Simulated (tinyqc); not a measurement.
Worked calculation: one-electron ion in a basis of Gaussians. One step of it, computed by the program tinyqc.

Question. Matrices over normalised Gaussians. With p = a_i + a_j and I(k) = Gamma((k+1)/2) / (2 p^((k+1)/2)): S = I(2l+2), T = (2l+3) a_i a_j S / p, V = -Z I(2l+1), each divided by sqrt(S_ii S_jj).

exponents of r^l exp(-a r^2) (1/bohr^2): [0.287900, 1.051000, 3.834000, 13.990000, 51.050000, 186.300000, 679.800000]

Z = 3

l = 0

Give: S; T; V.

Answer.

S:
```
[[1.000, 0.745, 0.364, 0.149, 0.058, 0.022, 0.008],
 [0.745, 1.000, 0.745, 0.364, 0.149, 0.058, 0.022],
 [0.364, 0.745, 1.000, 0.745, 0.364, 0.149, 0.058],
 [0.149, 0.364, 0.745, 1.000, 0.745, 0.364, 0.149],
 [0.058, 0.149, 0.364, 0.745, 1.000, 0.745, 0.364],
 [0.022, 0.058, 0.149, 0.364, 0.745, 1.000, 0.745],
 [0.008, 0.022, 0.058, 0.149, 0.364, 0.745, 1.000]]
```

T (hartree):
```
[[0.432, 0.505, 0.292, 0.126, 0.050, 0.019, 0.007],
 [0.505, 1.577, 1.844, 1.068, 0.461, 0.181, 0.069],
 [0.292, 1.844, 5.751, 6.726, 3.894, 1.680, 0.660],
 [0.126, 1.068, 6.726, 20.985, 24.541, 14.209, 6.130],
 [0.050, 0.461, 3.894, 24.541, 76.575, 89.548, 51.851],
 [0.019, 0.181, 1.680, 14.209, 89.548, 279.450, 326.803],
 [0.007, 0.069, 0.660, 6.130, 51.851, 326.803, 1019.700]]
```

V (hartree):
```
[[-2.569, -2.917, -2.501, -1.907, -1.400, -1.017, -0.737],
 [-2.917, -4.908, -5.574, -4.780, -3.643, -2.675, -1.943],
 [-2.501, -5.574, -9.374, -10.647, -9.129, -6.958, -5.109],
 [-1.907, -4.780, -10.647, -17.906, -20.338, -17.438, -13.291],
 [-1.400, -3.643, -9.129, -20.338, -34.205, -38.850, -33.310],
 [-1.017, -2.675, -6.958, -17.438, -38.850, -65.343, -74.216],
 [-0.737, -1.943, -5.109, -13.291, -33.310, -74.216, -124.819]]
```
